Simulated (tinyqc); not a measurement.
Weak-field and exact binding: hydrogenic impurity: series, fields, screening, photoionisation and donor-acceptor pairs. Computed by tinyqc, a small Python program. Command: `OMP_NUM_THREADS=1 python tinyqc.py 3019705 3019706 out.jsonl hydrogenic walk`. One thread of a shared host (Intel(R) Xeon(R) Processor @ 2.30GHz), about 0.01 s of CPU time with the checks.

One isotropic, parabolic band. Effective units: Ry* and a*, in which H = -nabla^2 - 2/r.

Inputs (values chosen for the exercise, modelled on silicon): electron mass m = 0.335 m_0; dielectric constant eps = 11.6; magnetic field B = 440 T.

Parts treated: magnetic field and screening.

Constants: Ry = 13.605693123 eV; a_0 = 0.529177210903 angstrom; h x 1 THz = 4.135667696 meV; mu_B = 5.7883818060e-05 eV/T.

Method:
- Ry* = Ry m/eps^2, a* = a_0 eps/m; level n is bound by Ry*/n^2; <r> = (3/2) a* in 1s; lines 1s -> np at Ry* (1 - 1/n^2); 1 THz = 4.135667696 meV.
- gamma = hbar omega_c/(2 Ry*) = mu_B B/(m Ry*). For m_z = 0, H = -nabla^2 - 2/r + gamma^2 rho^2/4, and the band edge moves to gamma Ry*. Basis: exp(-al rho^2 - be z^2), al_k = 0.02 x 2.4^k + gamma/4 x c with k = 0..11, be_k = 0.02 x 2.4^k and c = 0, 0.5, 1 (36 functions). With A = al_i + al_j, B = be_i + be_j (not the field) and the common factor pi^(3/2) dropped: S = 1/(A sqrt(B)), kinetic S (4 al_i al_j/A + 2 be_i be_j/B), <rho^2> = S/A, <1/r> = (2/sqrt(pi)) atanh(u)/(A u), u = sqrt(1 - B/A), which is (2/sqrt(pi))/A when A = B; overlap eigenvalues below 1e-11 are dropped. Binding = (gamma - E) Ry*; the spin term shifts level and edge alike.
- Perturbation theory: E = -1 + gamma^2/2 - (53/96) gamma^4 Ry*.

gamma = 2.24448

Ry* = 33.8727 meV

Ground level (Ry*):
```
gamma   B (T)    basis  second order  fourth order  binding
0.22     43.1  -0.9769       -0.9758   -9.7709e-01   1.1969
0.30     58.8  -0.9584       -0.9550   -9.5947e-01   1.2584
0.50     98.0  -0.8944       -0.8750   -9.0951e-01   1.3944
0.56    109.8  -0.8712       -0.8432   -8.9749e-01   1.4312
0.70    137.2  -0.8114       -0.7550   -8.8756e-01   1.5114
1.00    196.0  -0.6623       -0.5000   -1.0521e+00   1.6623
1.10    215.6  -0.6077       -0.3950   -1.2033e+00   1.7077
2.20    431.3   0.0930        1.4200   -1.1513e+01   2.1070
4.50    882.2   1.8355        9.1250   -2.1726e+02   2.6645
9.00   1764.3   5.6285       39.5000   -3.5827e+03   3.3715
```

What does the comparison show, and why?

Second order stays within 1 % of the basis value up to gamma = 0.30 of those listed and fourth order up to 0.30; beyond, the truncated (asymptotic) series fails, while the binding keeps growing slowly, to 3.37 Ry* at gamma = 9.0. Rows above about 100 T are beyond laboratory magnets, and there polaron and band-shape effects enter. Caution: the field is beyond non-destructive laboratory magnets (about 100 T).
